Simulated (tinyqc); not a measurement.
Resonant-tunnelling diode, transfer matrices and Tsu-Esaki current: one step of the calculation.

Emitter (band edge 0), barrier d1, well Lw, barrier d2, collector (edge -V). The bias drops linearly over these layers and none in the contacts; each layer is cut into ns equal slices, flat at the value of their centres. E is the energy of motion across the layers, C = hbar^2/(2 m0), psi and psi'/m are continuous. Transport is coherent, T(E) is taken as independent of the transverse momentum, and charge in the well is ignored.

Question. Running product of the slice matrices at the trial energy. For the pair (psi, psi'/m) a flat layer has M = [[cos kd, (m/k) sin kd], [-(k/m) sin kd, cos kd]] with k = sqrt(m (E - U)/C) above its edge U, and M = [[cosh Kd, (m/K) sinh Kd], [(K/m) sinh Kd, cosh Kd]] with K = sqrt(m (U - E)/C) below it. Later slices stand to the left. With M acting on (psi, psi'/m) and v = k/m in each lead, T(E) = 4 vL vR/[(vL vR M12 - M21)^2 + (vR M11 + vL M22)^2]. vL = sqrt(mw E/C)/mw, vR = sqrt(mw (E + V)/C)/mw.

Parameters, values chosen for the exercise; masses and offsets of a made-up heterostructure:
```
symbol    value  unit                                meaning
mw        0.057    m0  mass in the well, spacer and contacts
ns            1                         slices in each layer
V          0.29     V                  bias of the collector
E       0.12252    eV                           trial energy
```

Constants: q = 1.602176634e-19 C, hbar = 1.054571817e-34 J s, m0 = 9.1093837015e-31 kg, hbar^2/(2 m0) = 0.0380998212 eV nm^2. Results are converted to the units shown.

```
slice,U (eV),m (m0),width (nm)
0,1.4736364,0.21,0.8
1,-0.1450000,0.057,2.8
2,1.2363636,0.21,0.8
```

Give: Product after each layer; T(E).

Answer.

Product after each layer:
```
,M11,M12 (nm),M21 (1/nm),M22
barrier d1,4.4935,0.33711,56.928,4.4935
well,4.1311,0.32957,-60.215,-4.5619
barrier d2,-2.8932,-0.15777,-49.146,-3.0256
```

T(E) = 0.082890

tinyqc, about 0.1 s, one thread, Intel Xeon 2.30GHz (shared host): `OMP_NUM_THREADS=1 python tinyqc.py 2600124 2600125 out.jsonl`
